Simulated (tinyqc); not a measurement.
## Bandgap voltage reference from two bipolar transistors: output against temperature

Two transistors of area 1 and N carry the same current I. Is(T) = Is (T/T0)^eta exp[(Vg0 q/kB)(1/T0 - 1/T)], VBE1 = Vt ln(I/Is(T)) + I rb, VBE2 = Vt ln(I/(N Is(T))) + I rb/N. The amplifier forces I R1(T) = VBE1 - VBE2 + Vos, with R(T) = R (1 + tc (T - T0)) for both resistors, and the output is Vref = VBE1 + I R2(T). Base currents and the Early effect are neglected.

Vt = kB T/q; I = (Vt ln N + Vos)/(R1(T) - rb (1 - 1/N)).

Parameters, values chosen for the exercise; values of the order met in silicon bipolar transistors:
```
symbol,value,unit,meaning
T0,300,K,reference temperature
Vg0,1.176,V,band-gap voltage extrapolated to 0 K
eta,3.1,,temperature exponent of the saturation current
Is,1.7e-18,A,saturation current of the unit transistor at T0
N,8,,area ratio of the second transistor
R1,4,kohm,"resistor across which the difference of VBE falls, at T0"
tc,0,ppm/K,temperature coefficient of both resistors
Vos,0,mV,offset of the amplifier
rb,110,ohm,series resistance of the unit transistor
R2,34.1,kohm,output resistor at T0
```

Constants: q = 1.602176634e-19 C, kB = 1.380649e-23 J/K. Results are converted to the units shown.

Result of one run:
```
T (K),I (uA),VBE1 (V),I R2 (V),Vref (V),Vref - Vref(T0) (mV),dVref/dT (uV/K)
218,10.007,0.89351,0.34123,1.2347,-4.7597,88.470
```

What becomes of these results when the temperature T is changed from 218 to 273 K, all else the same?

Result of the changed run:
```
T (K),I (uA),VBE1 (V),I R2 (V),Vref (V),Vref - Vref(T0) (mV),dVref/dT (uV/K)
273,12.531,0.81112,0.42732,1.2384,-1.0554,47.757
```

The whole series:
```
T (K),I (uA),VBE1 (V),I R2 (V),Vref (V),Vref - Vref(T0) (mV),dVref/dT (uV/K)
218,10.007,0.89351,0.34123,1.2347,-4.7597,88.470
233,10.695,0.87126,0.36471,1.2360,-3.5240,76.428
253,11.613,0.84133,0.39602,1.2373,-2.1465,61.525
273,12.531,0.81112,0.42732,1.2384,-1.0554,47.757
298,13.679,0.77298,0.46645,1.2394,-0.062589,31.901
323,14.827,0.73446,0.50559,1.2400,0.55025,17.322
348,15.974,0.69559,0.54472,1.2403,0.81258,3.8315
373,17.122,0.65640,0.58385,1.2402,0.74962,-8.7231
398,18.269,0.61690,0.62298,1.2399,0.38321,-20.463
423,19.417,0.57712,0.66211,1.2392,-0.26757,-31.487
```

VBE1 falls by 1.54 mV/K on average and I R2 rises by 1.57 mV/K. The slope of Vref vanishes at T = 355 K. Between 233 and 398 K Vref spans 4.35 mV, or 21.3 ppm/K by the box method (span over the average over T, over 165 K).

Numbers from tinyqc (`OMP_NUM_THREADS=1 python tinyqc.py 2062034 2062035 out.jsonl`; about 0.02 s on one thread of a shared Intel Xeon 2.30GHz).
